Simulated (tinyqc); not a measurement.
Inside a calculation. Method: lattice vibrations of a chain. One step of it, computed by the program tinyqc.

Task: Dynamical matrix at q = 0.42. q is in units of 2 pi/a. A spring k from atom i to atom j, n cells on, adds k to Phi_ii and Phi_jj, -k exp(2 pi i q n) to Phi_ij and the conjugate to Phi_ji (for one atom a cell: 2k (1 - cos 2 pi q n)); D_ij = Phi_ij / sqrt(m_i m_j).

A chain moving along its axis:
```
atom   mass (u)  spring to the next atom (eV/angstrom^2)
1     40.700000                                17.600000
2     81.800000                                27.300000
3     59.400000                                 3.500000
4     50.600000                                14.800000
```

Give: D(q).

Result:

D(q) (eV/(angstrom^2 u)):
```
              1       2       3             4
1         0.796  -0.305   0.000  0.286+0.157i
2        -0.305   0.549  -0.392         0.000
3         0.000  -0.392   0.519        -0.064
4  0.286-0.157i   0.000  -0.064         0.362
```
